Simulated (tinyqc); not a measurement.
From one set of inputs to another, one input at a time: Born-von Karman spring model of a cubic crystal with one atom per cell. Computed by tinyqc, a small Python program. Command: `OMP_NUM_THREADS=1 python tinyqc.py 3020661 3020662 out.jsonl springs ladder`. One thread of a shared host (Intel(R) Xeon(R) Processor @ 2.30GHz), about 0.3 s of CPU time with the checks.

First neighbours lie at a/2 (1,1,0) (12 of them), second at a (1,0,0) (6), with all permutations and signs; the volume per atom is Omega = a^3/4. Two shells of springs match a real metal only roughly, above all at the zone boundary.

The inputs printed are set A. Set A is modelled on aluminium; the values taken over come from a set modelled on gold. Inputs not listed in the table keep their values of set A, so the rows need not describe a real material.

Inputs (values chosen for the exercise, modelled on aluminium):

| quantity | value | unit |
|---|---|---|
| lattice constant a | 4.05 | angstrom |
| atomic mass M | 26.98 | u |
| radial spring k1L | 1.3 | eV/angstrom^2 |
| transverse spring k1T | -0.08 | eV/angstrom^2 |
| radial spring k2L | 0.16 | eV/angstrom^2 |
| transverse spring k2T | -0.0098 | eV/angstrom^2 |
| mesh divisions n | 6 | - |
| temperature T | 150 | K |

Lattice: fcc.

Constants: 1 eV/angstrom^3 = 160.2176634 GPa; u = 1.6605390666e-27 kg; nu for 1 eV/(angstrom^2 u) = 15.6333042 THz; h x 1 THz = 4.135667696 meV; k_B = 8.617333262e-05 eV/K; hbar^2/u = 4.18015928e-03 eV angstrom^2; hbar = 1.054571817e-34 J s; k_B = 1.380649e-23 J/K.

Method:
- [ij,kl] = (1/(2 Omega)) sum_R K_ij R_k R_l; C11 = [xx,xx], C44 = [xx,yy], C12 = 2 [xy,xy] - C44; B = (C11 + 2 C12)/3; Zener ratio A = 2 C44/(C11 - C12). K(R) = kL n n^T + kT (1 - n n^T).
- rho = M/Omega and v = sqrt(C/rho), with C = C11, C44, C44 along [100]; (C11 + C12 + 2 C44)/2, C44, (C11 - C12)/2 along [110]; (C11 + 2 C12 + 4 C44)/3 and twice (C11 - C12 + C44)/3 along [111].
- A neighbour at R with unit vector n couples by the matrix K(R) = kL n n^T + kT (1 - n n^T), and D(q) = (1/M) sum_R K(R) [1 - cos(q.R)].
- An eigenvalue lambda of D in eV/(angstrom^2 u) gives nu = 15.6333042 THz x sqrt(lambda).
- Mesh: q = sum_i (m_i + 1/2)/n b_i, m_i = 0..n-1, with b = [[-1, 1, 1], [1, -1, 1], [1, 1, -1]] in 2 pi/a; sums are averages over the n^3 points, per atom.
- With x = h nu/(k_B T) and n = 1/(exp(x) - 1) for each mode: F = k_B T [x/2 + ln(1 - exp(-x))], U = k_B T x (n + 1/2), S/k_B = x n - ln(1 - exp(-x)), C/k_B = x^2 n (n + 1).
- <u_x^2> = (1/3) sum over modes of hbar^2/(2 M h nu) coth(x/2); zero-point energy = sum h nu/2. <u_x^2> converges slowly with the mesh, from below, with an error of order 1/n.
- Christoffel matrix G_xx = C11 n_x^2 + C44 (1 - n_x^2), G_xy = (C12 + C44) n_x n_y, with eigenvalues rho v^2; v_m^-3 is the mean of v^-3 over three branches and all directions (12 Gauss-Legendre points in cos(theta) times 24 angles phi = (j + 1/2) pi/12); q_D = (6 pi^2/Omega)^(1/3); Theta = hbar v_m q_D/k_B.

Each row keeps all changes above it:

| input moved | from | to | elastic Debye temperature (K) | entropy S (k_B/atom) | zero-point energy (meV/atom) |
|---|---|---|---|---|---|
| set A | - | - | 463.8 | 1.515 | 39.41 |
| temperature T (K) | 150 | 77 | 463.8 | 0.442 | 39.41 |
| radial spring k2L (eV/angstrom^2) | 0.16 | 0.25 | 487.1 | 0.409 | 40.25 |
| lattice constant a (angstrom) | 4.05 | 4.08 | 487.1 | 0.409 | 40.25 |
| transverse spring k1T (eV/angstrom^2) | -0.08 | -0.31 | 195.1 | 1.120 | 29.80 |
| atomic mass M (u) | 26.98 | 196.97 | 72.2 | 3.310 | 11.03 |
| radial spring k1L (eV/angstrom^2) | 1.3 | 2.1 | 163.8 | 2.088 | 16.38 |

Elastic Debye temperature goes from 464 to 164, a factor 0.353 in all. The largest single move comes from atomic mass M (a factor 0.370), and radial spring k1L works against it (a factor 2.27). Entropy S goes from 1.52 to 2.09, a factor 1.38 in all. The largest single move comes from temperature T (a factor 0.292), but it runs against the net change; the largest move in the direction of the net change is atomic mass M (a factor 2.96). Zero-point energy goes from 39.4 to 16.4, a factor 0.415 in all. The largest single move comes from atomic mass M (a factor 0.370), and radial spring k1L works against it (a factor 1.48). The single moves hold for this order of the switches; the total does not depend on the order.

Extremes, crossings and ranges named in words are read from the listed rows.
